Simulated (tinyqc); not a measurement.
# Worked calculation: valence-band offset from core levels (Kraut method), with the dipole against the affinity rule

Computed by the program tinyqc: `OMP_NUM_THREADS=1 python tinyqc.py 2410061 2410062 out.jsonl`, one thread of a shared Intel Xeon 2.30GHz, about 0.01 s for the whole run. Printed values are rounded.

Binding energies are counted downwards from the Fermi level. dEv > 0 means that the valence edge of B lies below that of A, dEc > 0 that the conduction edge of B lies above that of A; dEc + dEv = EgB - EgA. The spectra are made-up values treated as data.

Parameters, values chosen for the exercise; gaps and affinities close to those of silicon (A) and hafnium oxide (B): gap of the substrate A EgA = 1.13 eV; gap of the overlayer B EgB = 5.98 eV; electron affinity of A chiA = 4 eV; electron affinity of B chiB = 2.39 eV; core level of bare A cA = 87.62 eV; core level of thick B cB = 40.56 eV; valence-band maximum of thick B vB = 2.43 eV; relative permittivity inside the dipole layer ei = 9.9; thickness of the dipole layer dd = 0.22 nm; core level of A under a thin film of B iA = 87.82 eV; core level of B in that thin film iB = 41.63 eV; background counts in the gap bg = 56.

Constants: q = 1.602176634e-19 C, eps0 = 8.8541878128e-14 F/cm where lengths are in cm. Results are converted to the units shown.

## Valence-band maximum of bare A

```
point,binding energy (eV),counts on the leading edge
0,0.97,183
1,1.09,241
2,1.21,303
3,1.33,358
4,1.45,426
5,1.57,483
```

Fit a straight line to the leading edge by least squares; the maximum vA lies where it meets the background.

slope = 502.381 counts/eV
intercept = -305.690 counts
vA = 0.719953 eV

## Offsets

dEv = (iB - iA) - (cB - vB) + (cA - vA), dEc = EgB - EgA - dEv.

cA - vA = 86.9000 eV
cB - vB = 38.13 eV
iB - iA = -46.19 eV
dEv = 2.58005 eV
dEc = 2.26995 eV

The alignment is type I (straddling). Both offsets exceed 1 eV, the usual requirement for a gate dielectric. A rigid shift of all levels, by charging or doping, cancels in the differences.

## Interface dipole

The affinity rule gives dEc(0) = chiA - chiB; the dipole step is D = dEc - dEc(0), and two sheets of opposite charge dd apart hold N = eps0 ei |D|/(q dd).

dEc(0) = 1.61 eV
D = 0.659953 eV
N = 1.64121e14 cm^-2
field in the dipole layer = 29.9978 MV/cm

N is 0.23 elementary charges for each of about 7e14 surface atoms per cm^2.
